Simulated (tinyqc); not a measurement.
What each parameter does: valley splitting in a one-orbital chain of atomic planes (second-neighbour model).

Each (001) plane carries one orbital with energy e0, hopping v to the next plane and u to the second: E(phi) = e0 + 2 v cos(phi) + 2 u cos(2 phi), where phi = pi - k a/4 (the sign of every second orbital is chosen so that v > 0, which shifts the phase by pi). The minimum lies at cos(phi0) = -v/(4u), phi0 = pi - (pi/2) k0 for a valley at k0 (2 pi/a), and e0 puts it at zero. A slab of N planes has hard walls: the matrix simply ends.

A well of Nw planes between barriers of 40 planes each (as of a SiGe alloy, taken as an offset alone). With x = j - 39.5 for plane j = 0, 1, ..., the potential is V0 (f(x) + f(Nw - x)) + F (j - 40) a/4, f(y) = 1/(1 + exp(y/L)), a step for L = 0; L is in planes, 4 L is about the distance over which f goes from 0.88 to 0.12, and 1 MV/m = 1e-4 V/angstrom.

Constants: hbar^2/2m0 = 3.80998211 eV angstrom^2.

Values chosen for the exercise (near those of the Delta valleys of silicon; abrupt walls in this chain split the valleys several times more than measured wells; the results hold for these values, not for the real material): a = 5.431 angstrom (lattice constant; planes lie a/4 apart); k0 = 0.804 2 pi/a (position of the valley); ml = 0.932 m0 (longitudinal mass); V0 = 0.18 eV (barrier height); F = 2 MV/m (field); Nw = 40 (planes in the well).

Step interfaces (L = 0). u, v, e0 follow from 8 u sin^2(phi0) = (2c/ml)/(a/4)^2, v = -4u cos(phi0), e0 = 2u + v^2/(4u), c = hbar^2/2m0.

Results for these values:

| case | mean level (meV) | splitting (micro-eV) |
|---|---|---|
| base | 14.84 | 288.9 |

What happens to each result for V0 = 0.27 eV, all else kept?

Answer: mean level rises from 14.84 to 15.39; splitting falls from 288.9 to 285.6.

The same for each parameter in turn:

| case | mean level (meV) | splitting (micro-eV) |
|---|---|---|
| base | 14.84 | 288.9 |
| k0 = 0.814 2 pi/a | 14.85 | 607.8 |
| ml = 1.025 m0 | 14.06 | 287.5 |
| V0 = 0.27 eV | 15.39 | 285.6 |
| F = 4 MV/m | 19.57 | 572.1 |
| Nw = 41 | 14.57 | 818.8 |

Program tinyqc; command `OMP_NUM_THREADS=1 python tinyqc.py 1482679 1482680 out.jsonl`; about 0.01 s on one thread of a shared Intel(R) Xeon(R) Processor @ 2.30GHz.
